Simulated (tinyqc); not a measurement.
# Short-channel transistor, virtual-source model with series resistance, step by step

tinyqc, about 0.01 s, one thread, Intel Xeon 2.30GHz (shared host): `OMP_NUM_THREADS=1 python tinyqc.py 2380124 2380125 out.jsonl` Printed values are rounded.

The current per gate width is the charge at the top of the source barrier (the virtual source) times its velocity times a saturation function; al and be are fitting constants of the model. Units: I in uA/um, Rs in ohm um, so I Rs = 1e-6 I Rs in volts; Q in uC/cm^2, so I = 1e-4 Q vx0 Fsat with vx0 in cm/s.

Parameters, values chosen for the exercise: temperature T = 300 K; inversion capacitance Cinv = 1.78 uF/cm^2; velocity at the virtual source vx0 = 5.65e6 cm/s; apparent mobility mu = 430 cm^2/(V s); channel length L = 130 nm; threshold at zero drain voltage VT0 = 0.448 V; drain-induced barrier lowering dl = 0.171 V/V; subthreshold factor n0 = 1.44; growth of n with drain voltage nd = 0 1/V; threshold shift (in units of Vt) from weak to strong inversion al = 3.5; sharpness of saturation be = 2; series resistance of each contact Rs = 120 ohm um; gate voltage Vgs = 0.63 V; drain voltage Vds = 1.2 V.

Constants: q = 1.602176634e-19 C, kB = 1.380649e-23 J/K, Vt = kB T/q. Results are converted to the units shown.

## Iteration 1: current through the series resistance

I at the start = 0 uA/um

Intrinsic voltages Vg' = Vgs - I Rs, Vd' = Vds - 2 I Rs. n = n0 + nd Vd', VT = VT0 - dl Vd', Ff = 1/(1 + exp((Vg' - VT + al Vt/2)/(al Vt))), Q = Cinv n Vt ln(1 + exp((Vg' - VT + al Vt Ff)/(n Vt))), Vdsat = (vx0 L/mu)(1 - Ff) + Vt Ff, Fsat = u/(1 + u^be)^(1/be) with u = Vd'/Vdsat, and I(out) = Q vx0 Fsat per width. (Fsat takes the sign of u.) I(new) = I + 0.3 (I(out) - I).

Vg' = 0.63 V
Vd' = 1.2 V
VT = 0.2428 V
Ff = 0.008331840
Q = 0.6905599 uC/cm^2
Vdsat = 0.1696062 V
Fsat = 0.9901589
I(out) = 386.3267 uA/um
I after iteration 1 = 115.8980 uA/um

## Iteration 2: current through the series resistance

As before.

Vg' = 0.6160922 V
Vd' = 1.172184 V
VT = 0.2475565 V
Ff = 0.01022109
Q = 0.6576431 uC/cm^2
Vdsat = 0.1693323 V
Fsat = 0.9897264
I(out) = 367.7510 uA/um
I after iteration 2 = 191.4539 uA/um

## Iteration 3: current through the series resistance

As before.

Vg' = 0.6070255 V
Vd' = 1.154051 V
VT = 0.2506573 V
Ff = 0.01167509
Q = 0.6362204 uC/cm^2
Vdsat = 0.1691215 V
Fsat = 0.9894321
I(out) = 355.6657 uA/um
I after iteration 3 = 240.7174 uA/um

## Course of the iteration: current through the series resistance

Stop when I changes by less than 1e-7 uA/um, or after 80 iterations.

Course of the iteration:
```
iteration  I (uA/um)  |change| (uA/um)
1           115.8980               116
2           191.4539              75.6
3           240.7174              49.3
4           272.8415              32.1
5           293.7909              20.9
6           307.4535              13.7
7           316.3642              8.91
8           322.1759              5.81
9           325.9664              3.79
...              ...               ...
42          333.0756           2.85e-6
43          333.0756           1.86e-6
44          333.0756           1.21e-6
45          333.0756           7.90e-7
46          333.0756           5.15e-7
47          333.0756           3.36e-7
48          333.0756           2.19e-7
49          333.0756           1.43e-7
50          333.0756           9.32e-8
```

Converged in 50 iterations. At the end each change is about 0.65 times the one before: linear convergence.

## What the series resistance costs

converged I = 333.0756 uA/um
I0 = 386.3267 uA/um

Intrinsic voltages Vg' = Vgs - I Rs, Vd' = Vds - 2 I Rs. n = n0 + nd Vd', VT = VT0 - dl Vd', Ff = 1/(1 + exp((Vg' - VT + al Vt/2)/(al Vt))), Q = Cinv n Vt ln(1 + exp((Vg' - VT + al Vt Ff)/(n Vt))), Vdsat = (vx0 L/mu)(1 - Ff) + Vt Ff, Fsat = u/(1 + u^be)^(1/be) with u = Vd'/Vdsat, and I = Q vx0 Fsat per width. I0 is the current for Rs = 0. Effective velocity I/Q; transit time L Q/I.

loss against I0 = 13.78396 %
effective velocity = 5.587025e6 cm/s
transit time = 2.326820 ps

The carriers leave the virtual source at 98.9 % of vx0: the device is in saturation.
